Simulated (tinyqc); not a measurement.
# Worked calculation: a discretised effective-mass wire between two leads, recursive Green functions

Numbers from tinyqc (`OMP_NUM_THREADS=1 python tinyqc.py 2660036 2660037 out.jsonl`; about 0.01 s on one thread of a shared Intel Xeon 2.30GHz). Printed values are rounded.

Finite differences on a grid of step a give a chain with hopping -t, t = C/(m a^2), C = hbar^2/(2 m0), and site energies 2 t + U_i for the N = 6 sites of the device; the semi-infinite leads have site energy 2 t. Each slice is one site, and V = -t couples neighbouring slices.

Inputs (values chosen for the exercise):
- m = 0.041 m0 (effective mass)
- a = 0.67 nm (grid step)
- U = [1.2, 0, 0, 0, 0, 1.2] eV (potential on the sites 1 to N)
- E = 1.231 eV (energy above the band bottom of the leads)

Constants: q = 1.602176634e-19 C, hbar = 1.054571817e-34 J s, h = 6.62607015e-34 J s, m0 = 9.1093837015e-31 kg, hbar^2/(2 m0) = 0.0380998212 eV nm^2. Results are converted to the units shown.

## Self-energy of the leads

Sigma = t^2 g(E - 2 t), g(x) = (x - i sqrt(4 t^2 - x^2))/(2 t^2) for |x| < 2 t and (x - sign(x) sqrt(x^2 - 4 t^2))/(2 t^2) otherwise; Gamma = i (Sigma - Sigma^dagger); both leads give the same.

t = 2.070091 eV
Sigma = -1.454591-1.472903i eV
Gamma = 2.945805 eV
open modes = 1

## Forward pass

Forward pass: g_1 = (E - H_1 - Sigma)^(-1), g_i = (E - H_i - V g_(i-1) V^dagger)^(-1), with Sigma also subtracted on the last slice; G_(i,1) = g_i V G_(i-1,1), starting from g_1. H_i is the block of slice i, its site energy.

```
site	g_i (1/eV)	G_(i,1) of the forward pass (1/eV)
1	-0.2880323-0.1598150i	-0.2880323-0.1598150i
2	-0.5115308-0.2091624i	-0.2358043-0.2939443i
3	-0.5442440-0.6802332i	0.1482508-0.6632145i
4	-0.0653391-0.3301224i	0.4732819+0.0116071i
5	-0.2949535-0.1587034i	0.2851635+0.1625746i
6	-0.2116890-0.3277386i	0.0146645+0.2647116i
```

## Transmission

G_(N,1) = 0.0146645+0.2647116i 1/eV

T(E) = Tr[Gamma G_(N,1) Gamma G_(N,1)^dagger]. Conductance (2 q^2/h) T(E).

T(E) = 0.6099366
conductance = 47.25845 uS

Inverting the whole matrix gives the same value.

## Backward pass

Backward pass: G_NN = g_N, G_ii = g_i + g_i V^dagger G_(i+1,i+1) V g_i; local density of states -Im G_ii/pi on each site.

```
site	G_ii (1/eV)	local density of states (1/eV)
1	-0.2116890-0.3277386i	0.1043225
2	-0.2195399-0.3304409i	0.1051826
3	0.0942598-0.2224330i	0.0708026
4	0.0942598-0.2224330i	0.0708026
5	-0.2195399-0.3304409i	0.1051826
6	-0.2116890-0.3277386i	0.1043225
```

A site of an infinite clean chain has 1/(pi sqrt(4 t^2 - x^2)) = 0.108 1/eV at this energy (x counted from the band centre); the device goes from 0.0708 (site 3) to 0.105 (site 2).

## States fed from the left, and the bond current

The full first column follows backwards from c_N = G_(N,1): c_i = G_(i,1)(forward) + g_i V^dagger c_(i+1). The density of states fed by the left lead is Gamma |c_i|^2/(2 pi), and the current on bond i is 2 t Gamma Im(c_(i+1) conj(c_i)) in units of T(E).

```
site	c_i (1/eV)	density fed from the left (1/eV)
1	-0.2116890-0.3277386i	0.07136901
2	-0.0215810-0.2696572i	0.03431001
3	0.1813603-0.0512214i	0.01665091
4	0.2764539+0.1976737i	0.05415172
5	0.2071515+0.3290201i	0.07087259
6	0.0146645+0.2647116i	0.03295344
```

bond current, bond 1 to 5: 0.6099366  0.6099366  0.6099366  0.6099366  0.6099366

The bond current is the same on every bond and equals T(E): the current is conserved.
